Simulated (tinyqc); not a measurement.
Gupta-type many-body potential for a metal. From one set of inputs to another, one input at a time. Computed by tinyqc, a small Python program. Command: `OMP_NUM_THREADS=1 python tinyqc.py 3004901 3004902 out.jsonl gupta ladder`. One thread of a shared host (Intel(R) Xeon(R) Processor @ 2.30GHz), about 0.03 s of CPU time with the checks.

E_i = sum_j A exp(-p (r_ij/r0 - 1)) - xi rho_i^gamma, with rho_i = sum_j exp(-2 q (r_ij/r0 - 1)); gamma = 1/2 is the tight-binding second-moment form. The crystal is fcc unless stated; d is the neighbour distance and a fixed number of shells is kept.

The inputs printed are set A. Inputs not listed in the table keep their values of set A, so the rows need not describe a real material.

Inputs (values chosen for the exercise, for a model metal):

| quantity | value | unit |
|---|---|---|
| repulsion A | 0.211 | eV |
| hopping xi | 2.33 | eV |
| decay p | 10.5 | - |
| decay q | 4.08 | - |
| reference distance r0 | 2.884 | angstrom |
| shells kept | 5 | - |
| embedding exponent gamma | 0.45 | - |

Constants: 1 eV/angstrom^3 = 160.2176634 GPa.

Method:
- fcc shells: d sqrt(k), k = 1..5, with 12, 6, 24, 12, 24 atoms; Omega = d^3/sqrt2.
- Equilibrium: dE/dd = 0; B = d^2 E''(d)/(9 Omega).
- Second derivatives of E/Omega at equilibrium under homogeneous strain: e_xx = h gives C11; e_xx = -e_yy = h gives 2 (C11 - C12); e_xy = e_yx = h/2 gives C44.

Each row keeps all changes above it:

| input moved | from | to | neighbour distance d (angstrom) | bulk modulus B (GPa) | Cauchy pressure C12 - C44 (GPa) |
|---|---|---|---|---|---|
| set A | - | - | 2.8863 | 189.83 | 126.78 |
| hopping xi (eV) | 2.33 | 1.19 | 3.1713 | 61.05 | 40.56 |
| repulsion A (eV) | 0.211 | 0.0885 | 2.8027 | 111.30 | 74.48 |
| decay q | 4.08 | 2.34 | 2.9708 | 67.55 | 23.13 |
| embedding exponent gamma | 0.45 | 0.5 | 2.8863 | 91.47 | 29.67 |
| reference distance r0 (angstrom) | 2.884 | 2.556 | 2.5580 | 131.40 | 42.62 |
| decay p | 10.5 | 10.9 | 2.5690 | 135.87 | 41.90 |

Neighbour distance d goes from 2.89 to 2.57, a factor 0.890 in all. The largest single move comes from repulsion A (a factor 0.884), and hopping xi works against it (a factor 1.10). Bulk modulus B goes from 190 to 136, a factor 0.716 in all. The largest single move comes from hopping xi (a factor 0.322), and repulsion A works against it (a factor 1.82). Cauchy pressure C12 - C44 goes from 127 to 41.9, a factor 0.331 in all. The largest single move comes from decay q (a factor 0.311), and repulsion A works against it (a factor 1.84). The single moves hold for this order of the switches; the total does not depend on the order.

Extremes, crossings and ranges named in words are read from the listed rows.
